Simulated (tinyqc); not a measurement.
Disorder broadening of a flat band (such as a Landau level) in the self-consistent Born approximation: course of the iteration.

The local Green function is G = g0(z - Sigma) with z = E + i eta and g0(z) = 1/z; the self-energy is Sigma = D G. The density of states is -Im G/pi.

G = g0(z - Sigma), Sigma(out) = D G, Sigma(new) = Sigma + mix (Sigma(out) - Sigma).

Stop when |Sigma(out) - Sigma| is below 1e-10 eV, or after 40 iterations; the start is Sigma = 0.

Values chosen for this exercise:
- D = 0.71 eV^2 (variance of the random potential)
- eta = 0.0041 eV (bare broadening)
- E = -1.349 eV (energy from the band centre)
- mix = 1 (mixing)

Course of the iteration:

| iteration | Re Sigma (eV) | Im Sigma (eV) | \|Sigma(out) - Sigma\| (eV) |
|---|---|---|---|
| 1 | -0.52631 | -0.00160 | 0.526 |
| 2 | -0.86298 | -0.00598 | 0.337 |
| 3 | -1.46022 | -0.03028 | 0.598 |
| 4 | 5.82677 | -1.80116 | 7.50 |
| 5 | -0.09305 | -0.02341 | 6.18 |
| 6 | -0.56504 | -0.01238 | 0.472 |
| 7 | -0.90526 | -0.01903 | 0.340 |
| 8 | -1.59570 | -0.08316 | 0.693 |
| 9 | 2.55797 | -0.90481 | 4.23 |
| ... | ... | ... | ... |
| 32 | -1.16452 | -0.13366 | 0.423 |
| 33 | -2.47080 | -1.84515 | 2.15 |
| 34 | 0.17025 | -0.28066 | 3.07 |
| 35 | -0.45147 | -0.08462 | 0.652 |
| 36 | -0.78341 | -0.07744 | 0.332 |
| 37 | -1.22976 | -0.17729 | 0.457 |
| 38 | -1.79662 | -2.73315 | 2.62 |
| 39 | 0.04131 | -0.25263 | 3.09 |
| 40 | -0.49384 | -0.09119 | 0.559 |

Did this iteration meet its convergence test, and what does its course show?

No. Not converged within 40 iterations: the residual swings up and down without settling. At the solution d Sigma(out)/d Sigma = 0.279+0.952i, of modulus 0.992, so a step with mix = 1 multiplies the error by 0.992 while turning it in the complex plane. A rerun with mix = 0.5 (factor 0.797) converges in 112 iterations.

Range of the model: The self-consistent Born approximation misses band tails from rare fluctuations and localisation.

Program tinyqc, `OMP_NUM_THREADS=1 python tinyqc.py 2720030 2720031 out.jsonl`; Intel Xeon 2.30GHz, shared host, one thread, about 0.01 s.
